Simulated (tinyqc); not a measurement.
# Permittivity and interface capacitance from two thicknesses

Inverse problem. 1/C = t/(eps0 ek) + 2/ci for planar capacitors that differ only in thickness. Find ek, ci and the EOT of the interfaces, 2 x 3.9 eps0/ci.

Constants: eps0 = 8.8541878128e-14 F/cm where lengths are in cm. Results are converted to the units shown.

C at t = 11 and 34 nm (uF/cm^2): [1.5806915, 0.51249621]

Solution. 1/C is a straight line in t: the slope gives ek and the intercept 2/ci. A single thickness would give only the effective permittivity; when the interfaces are a small part of 1/C, ci needs very accurate data.

ek = 19.7
ci = 1.00e3 uF/cm^2
EOT of the interfaces = 0.00691 nm

tinyqc, about 0.01 s, one thread, Intel Xeon 2.30GHz (shared host): `OMP_NUM_THREADS=1 python tinyqc.py 2102054 2102055 out.jsonl`
